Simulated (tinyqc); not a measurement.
# Voltage drop against the pad pitch

A grid of 13 by 13 nodes with segments Rx (rows) and Ry (columns); every node draws I1 and the central node kh I1; pads with resistance Rp sit at the nodes whose row and column are multiples of the pitch, counting from 0. The drops u = Vdd - V follow from G u = i, with G the conductance matrix and i the load currents, solved directly.

Inputs (values chosen for the exercise):
- Vdd = 0.8 V (supply voltage)
- Rx = 0.27 ohm (resistance of a horizontal segment)
- Ry = 1.7 ohm (resistance of a vertical segment)
- Rp = 0.069 ohm (resistance from a pad node to the supply)
- kh = 3 (factor on the load at the hot node)
- I1 = 0.45 mA (load current of a node in the large grid)

Voltage drop against the pad pitch:
```
pitch (nodes)	pads	worst drop (mV)	mean drop (mV)	largest drop at a pad (mV)	largest pad current (mA)	worst drop over Vdd (%)
1	169	0.07230	0.03142	0.07230	1.048	0.009037
2	49	0.5724	0.3371	0.1707	2.474	0.07155
3	25	1.252	0.8787	0.3229	4.680	0.1565
4	16	2.743	1.689	0.4718	6.838	0.3429
6	9	5.393	3.964	1.027	14.89	0.6742
12	4	22.06	16.34	1.327	19.24	2.757
```

The worst drop goes from 0.0723 to 22.1 mV while the number of pads falls from 169 to 4; between the last two rows it goes as pitch^(2.03). The largest drop at a pad is 100 % of the worst drop in the first row and 6.02 % in the last; the rest falls along the wires.

Program tinyqc, `OMP_NUM_THREADS=1 python tinyqc.py 2770146 2770147 out.jsonl`; Intel Xeon 2.30GHz, shared host, one thread, about 0.07 s.
